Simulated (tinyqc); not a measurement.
Heat flow across a film from the phonon Boltzmann equation in the relaxation-time approximation. From one set of inputs to another, one input at a time. Computed by tinyqc, a small Python program. Command: `OMP_NUM_THREADS=1 python tinyqc.py 3020186 3020187 out.jsonl slabbte ladder`. One thread of a shared host (Intel(R) Xeon(R) Processor @ 2.30GHz), about 0.06 s of CPU time with the checks.

Two black walls, hot at x = 0 and cold at x = L, emit phonons isotropically. For one free path Lambda, with tau = x/Lambda, tau_L = L/Lambda and phi = (T - T_cold)/Delta T, energy balance gives phi(tau) = (1/2) [E2(tau) + int_0^tau_L phi(s) E1(|tau - s|) ds]; E_n are the exponential integrals. The flux over the ballistic flux C v Delta T/4 is psi = 1 - 2 int_0^tau_L phi(s) E2(s) ds, and kappa_eff/kappa = (3/4) tau_L psi. kappa = C v Lambda/3 is an input, so at fixed kappa a longer free path means a smaller C v.

The inputs printed are set A. Set A is modelled on gallium arsenide; the values taken over come from a set modelled on indium phosphide. Inputs not listed in the table keep their values of set A, so the rows need not describe a real material.

Inputs (values chosen for the exercise, modelled on gallium arsenide):

| quantity | value | unit |
|---|---|---|
| bulk conductivity kappa | 47.8 | W/(m K) |
| film thickness L | 56 | nm |
| wall temperature difference Delta T | 10 | K |
| free path Lambda_1 | 77 | nm |
| free path Lambda_2 | 340 | nm |
| share f_2 of kappa | 0.17 | - |
| cells n in the small system | 4 | - |

Free-path groups: two.

Method:
- Cut the film into n equal cells with constant phi, collocated at the centres c_i: the kernel integrates to A_ij = |E2(|c_i - e_j|) - E2(|c_i - e_(j+1)|)|/2 for cell edges e_j, and A_ii = 1 - E2(half a cell); solve (1 - A) phi = E2(c)/2; psi = 1 - 2 sum_j phi_j [E3(e_j) - E3(e_(j+1))].
- Use 150 and 300 cells and extrapolate psi = (4 psi(300) - psi(150))/3. The jump at the hot wall is 1 - phi there (linear extrapolation from the first two of 300 cells). Two-flux (diffusion with slip) formula: psi = 1/(1 + 3 tau_L/4).
- Each group is solved on its own with 150 and 300 cells, psi = (4 psi(300) - psi(150))/3, and weighted by its share of kappa (f_1 is what the others leave); exchange of energy between groups inside the film is left out.
- Flux J = kappa_eff Delta T/L; apparent boundary resistance per wall (L/kappa_eff - L/kappa)/2.

Each row keeps all changes above it:

| input moved | from | to | apparent resistance per wall (m^2 K/GW) | jump at the wall / Delta T for Lambda_1 | psi for Lambda_1 |
|---|---|---|---|---|---|
| set A | - | - | 1.3558 | 0.27557 | 0.62599 |
| free path Lambda_2 (nm) | 340 | 900 | 1.4279 | 0.27557 | 0.62599 |
| free path Lambda_1 (nm) | 77 | 110 | 1.9663 | 0.31115 | 0.70063 |
| film thickness L (nm) | 56 | 190 | 2.1650 | 0.18455 | 0.42405 |
| bulk conductivity kappa (W/(m K)) | 47.8 | 67.9 | 1.5241 | 0.18455 | 0.42405 |
| share f_2 of kappa | 0.17 | 0.42 | 2.3354 | 0.18455 | 0.42405 |

Which inputs carry the difference?

Apparent resistance per wall goes from 1.36 to 2.34, a factor 1.72 in all. The largest single move comes from share f_2 of kappa (a factor 1.53), and bulk conductivity kappa works against it (a factor 0.704). Jump at the wall / Delta T for Lambda_1 goes from 0.276 to 0.185, a factor 0.670 in all. The largest single move comes from film thickness L (a factor 0.593), and free path Lambda_1 works against it (a factor 1.13). psi for Lambda_1 goes from 0.626 to 0.424, a factor 0.677 in all. The largest single move comes from film thickness L (a factor 0.605), and free path Lambda_1 works against it (a factor 1.12). The single moves hold for this order of the switches; the total does not depend on the order.

Extremes, crossings and ranges named in words are read from the listed rows.
